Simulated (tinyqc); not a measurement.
Worked calculation: averaged masses of warped heavy- and light-hole bands. Values are carried at full precision from step to step, so a last printed digit may differ when a step is redone from the rounded ones.

Constants: Ry = 13.60569312 eV; a0 (Bohr radius) = 0.5291772105 angstrom; kB = 8.617333262e-05 eV/K; hbar^2/2m0 = 3.80998211 eV angstrom^2.

Values chosen for the exercise (near those of GaP; shifted at random, so the results belong to these values and not to a real crystal): g1 = 4.03 (Luttinger gamma1); g2 = 0.49 (gamma2); g3 = 1.25 (gamma3); eps = 11.25 (dielectric constant); mso = 0.254 m0 (split-off mass); Dso = 0.081 eV (spin-orbit splitting); T = 300 K (temperature).

## Other forms of the parameters

Dresselhaus-Kip-Kittel form E = c [A k^2 -/+ sqrt(B^2 k^4 + C^2 (kx^2 ky^2 + ky^2 kz^2 + kz^2 kx^2))] with A = g1, B = 2 g2, C^2 = 12 (g3^2 - g2^2). Spherical form: mu = (6 g3 + 4 g2)/(5 g1), delta = (g3 - g2)/g1, masses 1/(g1 (1 -/+ mu)). Effective rydberg R* = Ry/(g1 eps^2) and radius a* = a0 g1 eps.

A, B, |C|: [4.030, 0.980, 3.984]

mu, delta: [0.4695, 0.1886]

spherical masses, heavy and light (m0): [0.4677, 0.1689]

R* = 26.68 meV
a* = 24.0 angstrom

delta/mu = 0.40 measures the warping against the spherical splitting.

## Masses along six directions

Four-band hole energies E = c k^2 f(u), c = hbar^2/2m0, f = g1 -/+ 2 sqrt(g2^2 + 3 (g3^2 - g2^2) s), s = ux^2 uy^2 + uy^2 uz^2 + uz^2 ux^2 for the unit vector u; minus for heavy, plus for light holes; the mass along u is 1/f.

Give s and both masses.

Masses (m0):
```
direction        s   heavy   light
[100]      0.00000  0.3279  0.1996
[110]      0.25000  0.5524  0.1600
[111]      0.33333  0.6536  0.1531
[310]      0.09000  0.4025  0.1794
[211]      0.25000  0.5524  0.1600
[331]      0.27424  0.5797  0.1579
```

The heavy mass grows by a factor of 1.99 from [100] to [111] while the light one shrinks by 23 %; 1/m_heavy + 1/m_light = 2 g1 in every direction.

## Density-of-states masses from three directions

m_d^(3/2) is the angular mean of m(u)^(3/2). The rule mean = (10 F[100] + 16 F[110] + 9 F[111])/35 is exact for cubic harmonics up to sixth order. Total m_d = (m_h^(3/2) + m_l^(3/2))^(2/3).

m^(3/2):
```
direction    heavy    light
[100]      0.18774  0.08918
[110]      0.41060  0.06400
[111]      0.52840  0.05993
```

m_d heavy, light (m0): [0.5221, 0.1701]

total = 0.5849 m0
share of light holes = 15.7 %

## Averages on a grid

Grid: n x n midpoints in cos(theta) from 0 to 1 and phi from 0 to pi/2, equal weights. m_d = <f^(-3/2)>^(2/3). Conductivity mass for one scattering time: 1/m_c = <|w|^2 f^(-5/2)>/<f^(-3/2)> with w = grad_k(k^2 f)/(2 k), that is |w|^2 = f^2 + |angular gradient of f|^2/4.

Use n = 40.

m_d heavy, light (m0): [0.5111, 0.1667]

m_c heavy, light (m0): [0.4476, 0.1633]

The three-direction rule differs from the grid by +2.14 % for heavy holes. Warping makes m_c of the heavy holes 12 % smaller than m_d; on a sphere the two are equal.

## Effective density of states

Nv = 2 (kT/(4 pi c))^(3/2) [m_h^(3/2) + m_l^(3/2) + mso^(3/2) exp(-Dso/kT)], c = hbar^2/2m0, parabolic bands, m_h and m_l the density-of-states masses from the grid; 1 angstrom^-3 = 1e24 cm^-3.

prefactor = 2.5094e+19 cm^-3

the three terms: [0.36542, 0.06809, 0.00558]

Nv = 1.102e+19 cm^-3

shares (%): [83.2, 15.5, 1.3]

kT/Dso = 0.32: thermal holes reach energies comparable with Dso, where the four-band form fails and the true Nv is larger.

## Checks

- m_d and m_c of heavy holes for g2 = g3 against 1/(g1 - 2 g3): they agree to 1e-10 or better.
- m_d of heavy holes on grids of 40 and 160: both 0.5111.

tinyqc: `OMP_NUM_THREADS=1 python tinyqc.py 1050532 1050533 out.jsonl`; about 0.01 s, one thread, shared Intel(R) Xeon(R) Processor @ 2.30GHz.
